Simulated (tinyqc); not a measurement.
One-diode model of a solar cell: two steps of the calculation.

J is the current delivered and Vj = V + J Rs the junction voltage. J = X JL - J01 (exp(Vj/(n1 Vt)) - 1) - Vj/Rp. The photocurrent does not depend on voltage.

Parameters, values chosen for the exercise; values of the order met in cells of silicon:
- T = 323 K (temperature)
- JL = 35.2 mA/cm^2 (photocurrent at one sun)
- X = 1 suns (concentration)
- J01 = 1.6e-7 A/cm^2 (saturation current of the diode)
- n1 = 1.65 (ideality factor of the diode)
- Rs = 0.69 ohm cm^2 (series resistance)
- Rp = 400 ohm cm^2 (shunt resistance)
- Pin = 100 mW/cm^2 (incident power at one sun)

Constants: q = 1.602176634e-19 C, kB = 1.380649e-23 J/K, Vt = kB T/q. Results are converted to the units shown.

Problem 1. New Vj. Maximum power: dP/dVj = f = J (1 + 2 Rs G) - G Vj = 0. G = -dJ/dVj = J01 exp(Vj/(n1 Vt))/(n1 Vt) + 1/Rp. H = dG/dVj; f' = -2 G - 2 Rs G^2 + (2 Rs J - Vj) H; Vj(new) = Vj - f/f'.

Vj after iteration 1 = 0.48000832 V

Find: J; G; H; f; f'; Vj after iteration 2.

Solution 1.

J = 28.463 mA/cm^2
G = 0.12306 S/cm^2
H = 2.6251 S/(cm^2 V)
f = -25.773 mA/cm^2
f' = -1.4240 S/cm^2
Vj after iteration 2 = 0.46191 V

Problem 2. Figures of merit. Jsc at V = 0, Voc at J = 0, the maximum power point where J (1 + 2 Rs G) = G Vj with G = -dJ/dVj; FF = Vmp Jmp/(Voc Jsc); efficiency Vmp Jmp/(X Pin). Empirical fill factor without parasitics FF0 = (v - ln(v + 0.72))/(v + 1), v = Voc/(n1 Vt).

Find: Jsc; Voc; Vmp; Jmp; FF; efficiency; FF0.

Solution 2.

Jsc = 35.139 mA/cm^2
Voc = 0.56308 V
Vmp = 0.43501 V
Jmp = 30.760 mA/cm^2
FF = 0.67628
efficiency = 13.381 %
FF0 = 0.73127

FF is 7.5 % below FF0. Removing one loss at a time changes the efficiency by: series resistance +0.66, shunt +0.47 points.

Computed by the program tinyqc: `OMP_NUM_THREADS=1 python tinyqc.py 2280026 2280027 out.jsonl`, one thread of a shared Intel Xeon 2.30GHz, about 0.01 s for the whole run.
